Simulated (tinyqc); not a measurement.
From one set of inputs to another, one input at a time: a particle near a wafer in liquid: double-layer and van der Waals forces (DLVO), deposition barrier and removal. Computed by tinyqc, a small Python program. Command: `OMP_NUM_THREADS=1 python tinyqc.py 3110823 3110824 out.jsonl dlvo ladder`. One thread of a shared host (Intel(R) Xeon(R) Processor @ 2.30GHz), about 0.01 s of CPU time with the checks.

Sphere and flat wall, Derjaguin approximation, constant potentials in the linear-superposition form, no retardation and no hydration force.

The inputs printed are set A. Inputs not listed in the table keep their values of set A, so the rows need not describe a real material.

Inputs (values chosen for the exercise, of the order of those for polymer latex on silicon in water):
```
quantity                             value   unit
particle radius R                      100     nm
Hamaker constant A                 1.7e-20      J
potential of the particle psi_1        -58     mV
potential of the wafer psi_2           -40     mV
salt concentration c               0.00016  mol/L
valence z of the symmetric salt          1      -
temperature T                          323      K
dielectric constant of the liquid     69.9      -
contact distance h0                    0.4     nm
contact radius over R                0.069      -
viscosity                             0.47  mPa s
```

Constants: e = 1.602176634e-19 C; N_A = 6.02214076e+23 1/mol; eps_0 = 8.8541878128e-12 F/m; k_B = 1.380649e-23 J/K; k_B = 8.617333262e-05 eV/K.

Method:
- kappa^2 = 2 z^2 e^2 N_A (1000 c)/(eps eps_0 k_B T); gamma_i = tanh(z e psi_i/(4 k_B T)); Z = 64 pi eps eps_0 (k_B T/(z e))^2 gamma_1 gamma_2.
- U(h) = Z R exp(-kappa h) - A R/(6 h); F(h) = -dU/dh = kappa Z R exp(-kappa h) - A R/(6 h^2), positive for repulsion.
- F = 0 reads x^2 exp(-x) = y with x = kappa h and y = A kappa/(6 Z); the left side peaks at x = 2 with 4/e^2 = 0.5413, so roots exist for smaller y: x < 2 is the barrier, x > 2 the secondary minimum.
- Adhesion F_a = A R/(6 h0^2) [1 + a^2/(R h0)] - kappa Z R exp(-kappa h0), a the contact radius. Drag in a shear flow F_d = 1.7 x 6 pi mu R^2 G, acting at 1.4 R; rolling starts when 1.4 R F_d = a F_a. Wall shear stress = mu G.

Each row keeps all changes above it:
```
input moved                              from       to  barrier height (k_B T)  net adhesion F_a (pN)  wall shear stress for rolling (Pa)
set A                                       -        -                   295.8                   3812                                 586
salt concentration c (mol/L)          0.00016  0.00088                   264.8                   3727                                 573
contact radius over R                   0.069    0.086                   264.8                   4893                                 938
Hamaker constant A (J)                1.7e-20  1.2e-20                   279.0                   3410                                 654
potential of the particle psi_1 (mV)      -58      -15                    59.9                   3519                                 675
potential of the wafer psi_2 (mV)         -40      -19                    21.8                   3540                                 679
particle radius R (nm)                    100       32                     7.0                    630                                1179
```

Which inputs carry the difference?

Barrier height goes from 296 to 6.97, a factor 0.0235 in all. The largest single move comes from potential of the particle psi_1 (a factor 0.215). net adhesion F_a goes from 3810 to 630, a factor 0.165 in all. The largest single move comes from particle radius R (a factor 0.178), and contact radius over R works against it (a factor 1.31). Wall shear stress for rolling goes from 586 to 1180, a factor 2.01 in all. The largest single move comes from particle radius R (a factor 1.74), and Hamaker constant A works against it (a factor 0.697). The single moves hold for this order of the switches; the total does not depend on the order.

Extremes, crossings and ranges named in words are read from the listed rows.
